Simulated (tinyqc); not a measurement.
Worked calculation: Brillouin zone and empty-lattice bands of the fcc structure. Values are carried at full precision from step to step, so a last printed digit may differ when a step is redone from the rounded ones.

Primitive vectors a (0,1/2,1/2), a (1/2,0,1/2), a (1/2,1/2,0); one atom. Reciprocal vectors obey a_i.b_j = 2 pi delta_ij; k is given in units of 2 pi/a. Empty-lattice levels are c0 (2 pi/a)^2 |k + G|^2, c0 = hbar^2/2m0. Points: X = (1, 0, 0), L = (0.5, 0.5, 0.5), K = (0.75, 0.75, 0), W = (1, 0.5, 0), U = (1, 0.25, 0.25).

Constants: hbar^2/2m0 = 3.80998211 eV angstrom^2; a0 (Bohr radius) = 0.5291772105 angstrom.

Inputs chosen for the exercise (out of a larger set: lattice near that of Pb; not measured data): a = 4.947 angstrom (lattice constant); Z = 4 (free electrons per atom); V1 = -0.9 eV (atomic form factor on the shell that bounds the zone).

## Reciprocal lattice

Give b1, b2, b3, the cell volume, the zone volume (2 pi)^3/V and the energy unit c0 (2 pi/a)^2.

b1, b2, b3 as rows (2 pi/a):
```
,1,2,3
1,-1.0000,1.0000,1.0000
2,1.0000,-1.0000,1.0000
3,1.0000,1.0000,-1.0000
```

cell volume = 30.267 angstrom^3
zone volume = 8.1955 1/angstrom^3
energy unit = 6.1461 eV

## Shells of G and Bragg planes

List the first six shells of G with their number, the structure factor |sum over atoms of exp(i G.tau)|/(atoms per cell), and the distance |G|/2 of the Bragg plane from Gamma.

Shells:
```
|G|^2 ((2 pi/a)^2),number,structure factor,|G|/2 (2 pi/a)
3.0000,8,1.0000,0.8660
4.0000,6,1.0000,1.0000
8.0000,12,1.0000,1.4142
11.0000,24,1.0000,1.6583
12.0000,8,1.0000,1.7321
16.0000,6,1.0000,2.0000
```

No structure factor vanishes among these shells.

## The free-electron sphere

n = Z/V, kF = (3 pi^2 n)^(1/3), EF = c0 kF^2, rs = (3/(4 pi n))^(1/3)/a0; compare kF with |k| of the points on the zone surface.

n = 0.13216 1/angstrom^3
kF = 1.2407 2 pi/a
EF = 9.461 eV
rs = 2.301

Points:
```
point,|k| (2 pi/a),kF/|k|,lowest level (eV),levels below EF
X,1.0000,1.241,6.146,2
L,0.8660,1.433,4.610,2
K,1.0607,1.170,6.914,3
W,1.1180,1.110,7.683,4
U,1.0607,1.170,6.914,3
```

The sphere encloses the whole first zone, so band 1 is full and the Fermi surface lies in higher bands.

## Empty-lattice levels at Gamma, U and K

Give the five lowest values of |k + G|^2 with their degeneracy (spin not counted).

Levels:
```
point,|k + G|^2,degeneracy,E (eV)
Gamma,0.0000,1,0.000
Gamma,3.0000,8,18.438
Gamma,4.0000,6,24.584
Gamma,8.0000,12,49.169
Gamma,11.0000,24,67.607
U,1.1250,3,6.914
U,2.1250,2,13.060
U,3.1250,1,19.207
U,4.1250,4,25.353
U,5.1250,2,31.499
K,1.1250,3,6.914
K,2.1250,2,13.060
K,3.1250,1,19.207
K,4.1250,4,25.353
K,5.1250,2,31.499
```

The lowest level is 3-fold at U and 3-fold at K: as many zones meet there, and these are the lowest sets at these points on which a weak potential acts.

## The gap at L

At L two waves k and k - G with G = 2k are degenerate at E0. With V = |V1| x structure factor of G the levels are E0 -/+ V, and the masses normal to the face are 1/(1 -/+ 2 E0/V).

structure factor = 1.0000
E0 = 4.610 eV

levels (eV): 3.710  5.510

masses normal to the face, lower and upper (m0): -0.1082  0.0889

EF of the free sphere, 9.46 eV, lies above the gap: the upper band holds electrons here (EF = c0 (3 pi^2 n)^(2/3) for 4 electrons a cell; its shift by the potential is neglected).

## Checks

- a_i.b_j/(2 pi) against the unit matrix: they agree to 1e-10 or better.

Computed by tinyqc, a small Python program: `OMP_NUM_THREADS=1 python tinyqc.py 1850563 1850564 out.jsonl` (the numbers bound the seed that draws the inputs); one thread of a shared host (Intel(R) Xeon(R) Processor @ 2.30GHz), about 0.02 s for the whole set of steps.
